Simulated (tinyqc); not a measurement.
Worked calculation: carrier statistics of a doped semiconductor with parabolic bands. Values are carried at full precision from step to step, so a last printed digit may differ when a step is redone from the rounded ones.

Constants: kB = 8.617333262e-05 eV/K; hbar^2/2m0 = 3.80998211 eV angstrom^2.

Parameters, chosen for this exercise (near those of GaP; shifted at random, so the results belong to these values and not to a real crystal):
```
symbol  value     unit    meaning
Eg0     2.391     eV      gap at 0 K
al      0.000584  eV/K    Varshni alpha
be      389       K       Varshni beta
T       300       K
ml      2         m0      longitudinal electron mass
mt      0.264     m0      transverse electron mass
Mv      3                 equivalent valleys
mhh     0.814     m0      heavy-hole mass
mlh     0.14      m0      light-hole mass
ND      3e+14     1/cm^3  donors
NA      1.9e+14   1/cm^3  acceptors
ED      0.0873    eV      donor level below Ec
EA      0.053     eV      acceptor level above Ev
```

## Gap and thermal energy

Eg(T) = Eg0 - al T^2/(T + be) (Varshni).

Eg = 2.31472 eV
kT = 0.025852 eV

The gap has shrunk by 76.3 meV from 0 K and is 89.5 kT wide.

## Effective densities of states

m_de = Mv^(2/3) (ml mt^2)^(1/3); m_dh = (mhh^(3/2) + mlh^(3/2))^(2/3); N = 2 (m kB T/(4 pi c))^(3/2) with c = hbar^2/2m0, in 1/angstrom^3; times 1e24 for 1/cm^3.

m_de = 1.0785 m0
m_dh = 0.8523 m0
Nc = 2.8107e+19 1/cm^3
Nv = 1.9744e+19 1/cm^3

The light holes supply 6.7 % of Nv, and Nc/Nv = 1.42.

## Intrinsic density and level

With Boltzmann statistics ni = sqrt(Nc Nv) exp(-Eg/2kT) and Ei = Eg/2 + (kT/2) ln(Nv/Nc), counted from Ev.

ni = 0.850 1/cm^3
Ei = 1.1528 eV

Ei lies 4.6 meV below midgap, towards the band with the smaller density of states.

## Neutrality by bisection

Energies are counted from Ev, so Ec = Eg. n = Nc F_1/2((EF - Eg)/kT), p = Nv F_1/2(-EF/kT), ND+ = ND/(1 + 2 exp((EF - Eg + ED)/kT)), NA- = NA/(1 + 4 exp((EA - EF)/kT)); neutrality asks p + ND+ = n + NA-. F_j(eta) = (1/Gamma(j + 1)) integral_0^infinity x^j dx/(1 + exp(x - eta)), which tends to exp(eta) for eta << 0.

Start from the bracket [-0.2 eV, Eg + 0.2 eV]; at the midpoint EF take the sign of p + ND+ - n - NA-; where it is positive EF must rise. Fourteen steps are shown.

Bisection (eV, 1/cm^3):
```
step,low,high,EF,n,p,ND+,NA-,sign
1,-0.20000,2.51472,1.15736,1.01,0.712,3.00e+14,1.90e+14,+
2,1.15736,2.51472,1.83604,2.55e+11,2.83e-12,3.00e+14,1.90e+14,+
3,1.83604,2.51472,2.17538,1.28e+17,5.63e-18,2.37e+14,1.90e+14,-
4,1.83604,2.17538,2.00571,1.81e+14,3.99e-15,3.00e+14,1.90e+14,-
5,1.83604,2.00571,1.92087,6.80e+12,1.06e-13,3.00e+14,1.90e+14,+
6,1.92087,2.00571,1.96329,3.51e+13,2.06e-14,3.00e+14,1.90e+14,+
7,1.96329,2.00571,1.98450,7.97e+13,9.06e-15,3.00e+14,1.90e+14,+
8,1.98450,2.00571,1.99510,1.20e+14,6.01e-15,3.00e+14,1.90e+14,-
9,1.98450,1.99510,1.98980,9.78e+13,7.38e-15,3.00e+14,1.90e+14,+
10,1.98980,1.99510,1.99245,1.08e+14,6.66e-15,3.00e+14,1.90e+14,+
11,1.99245,1.99510,1.99378,1.14e+14,6.33e-15,3.00e+14,1.90e+14,-
12,1.99245,1.99378,1.99311,1.11e+14,6.50e-15,3.00e+14,1.90e+14,-
13,1.99245,1.99311,1.99278,1.10e+14,6.58e-15,3.00e+14,1.90e+14,+
14,1.99278,1.99311,1.99295,1.10e+14,6.54e-15,3.00e+14,1.90e+14,-
```

Each step halves the bracket, which is 0.331 meV wide at the last row.

## The neutral state

Solve the neutrality condition for EF to convergence.

EF = 1.9928 eV
n = 1.10e+14 1/cm^3
p = 6.57e-15 1/cm^3
ND+ = 3.00e+14 1/cm^3
NA- = 1.90e+14 1/cm^3

The material is n-type; 100.0 % of the donors are ionised. EF lies 12.45 kT inside the gap from the conduction edge, so Boltzmann statistics would serve; n p/(Nc Nv exp(-Eg/kT)) = 1.000.

## Checks

- F_1/2(1) by the trapezoid rule against adaptive quadrature: both 1.575641.
- Positive against negative charge at the solution (1/cm^3): both 2.99931e+14.

Computed by tinyqc, a small Python program: `OMP_NUM_THREADS=1 python tinyqc.py 1652120 1652121 out.jsonl` (the numbers bound the seed that draws the inputs); one thread of a shared host (Intel(R) Xeon(R) Processor @ 2.30GHz), about 0.01 s for the whole set of steps.
